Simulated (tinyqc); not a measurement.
Stretching all distances: RHF, UHF, MP2, CISD and CCSD against full CI in the sto-3g basis, for BeH2, spin multiplicity 1. Computed by the program tinyqc with PySCF. 

Geometry (angstrom):
```
atom,x,y,z
Be,0.0000,0.0000,0.0000
H,0.0000,1.2780,0.0000
H,0.0000,-1.2780,0.0000
```

All coordinates are multiplied by the scale. c0^2 is the weight of the RHF determinant in the lowest singlet FCI state (UHF is spin-contaminated and may lie near states of higher spin) and n(LUMO) the first natural occupation beyond the occupied space.

Full CI energy (hartree) and errors against it (kcal/mol):
```
scale,distance 1-2 (angstrom),E(FCI),RHF,UHF,MP2,CISD,CCSD,<S^2> UHF,c0^2,n(LUMO)
0.930,1.189,-15.58123,18.750,18.750,5.924,0.348,0.197,0.000,0.978,0.020
1.190,1.521,-15.57204,28.322,28.322,10.392,0.831,0.391,0.000,0.958,0.047
1.450,1.853,-15.48661,46.152,46.152,19.463,2.551,1.087,0.000,0.905,0.118
1.710,2.185,-15.40078,75.741,44.571,35.699,7.651,3.232,1.028,0.782,0.296
1.970,2.518,-15.35031,121.269,30.876,61.964,16.209,4.790,1.273,0.527,0.665
```

UHF parts from RHF first at scale 1.71 of those listed, where <S^2> leaves zero. The weight c0^2 goes from 0.98 to 0.53 and n(LUMO) from 0.02 to 0.66: static correlation grows as the bonds break into open-shell fragments. The spread of the error along the curve, which distorts its shape, is CCSD 4.6, CISD 15.9, UHF 27.4, MP2 56.0, RHF 102.5 kcal/mol. The table stops here: at scale 2.23 and beyond, the reference weight falls under 0.45 or RHF, UHF or CCSD hop between solutions, so those rows were left out and the spreads given cover only the rows shown. As computed, partly on other solutions, the errors there reach in size RHF 240, UHF 31, MP2 85, CISD 22, CCSD 2 kcal/mol.
